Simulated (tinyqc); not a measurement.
# Impurity strength from the transmission

Problem. An infinite chain has hopping -t with t = 1 eV and site energy 0; E = -2 t cos(k) with E = -1.44 eV. One site has the energy u > 0, so T(E) = 1/[1 + u^2/(4 t^2 sin^2 k)]. Find sin^2 k and u.

T(E) = 0.96353724

Solution. sin^2 k = 1 - (E/2t)^2, and u = 2 t |sin k| sqrt(1/T(E) - 1).

sin^2 k = 0.482
u = 0.270 eV

Numbers from tinyqc (`OMP_NUM_THREADS=1 python tinyqc.py 2660003 2660004 out.jsonl`; about 0.01 s on one thread of a shared Intel Xeon 2.30GHz).
